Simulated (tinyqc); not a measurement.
p-n diode with diffusion and depletion-layer recombination: one step of the calculation.

Abrupt junction in the depletion approximation, low injection, full ionisation, neutral widths fixed, ohmic contact on the p side. Vj is the junction voltage; where a series resistance Rs is given, V = Vj + J Rs is the terminal voltage.

Task. New Vj. Diffusion current alone: J = J0 (exp(Vj/Vt) - 1), g = Vj + J Rs - V, g' = 1 + Rs J0 exp(Vj/Vt)/Vt, Vj(new) = Vj - g/g'.

Parameters, values chosen for the exercise; band and dielectric values close to those of gallium nitride:
```
symbol  value      unit            meaning
T         300         K        temperature
Rs       0.05  ohm cm^2  series resistance
V        2.98         V   terminal voltage
```

Constants: q = 1.602176634e-19 C, kB = 1.380649e-23 J/K, Vt = kB T/q. Results are converted to the units shown.

Vj after iteration 1 = 2.98 V
J0 = J0n + J0p = 2.0136906e-51 A/cm^2

Find: J; g; g'; Vj after iteration 2.

Result.

J = 0.23216 A/cm^2
g = 0.011608 V
g' = 1.4490
Vj after iteration 2 = 2.9720 V

tinyqc, about 0.01 s, one thread, Intel Xeon 2.30GHz (shared host): `OMP_NUM_THREADS=1 python tinyqc.py 2260109 2260110 out.jsonl`
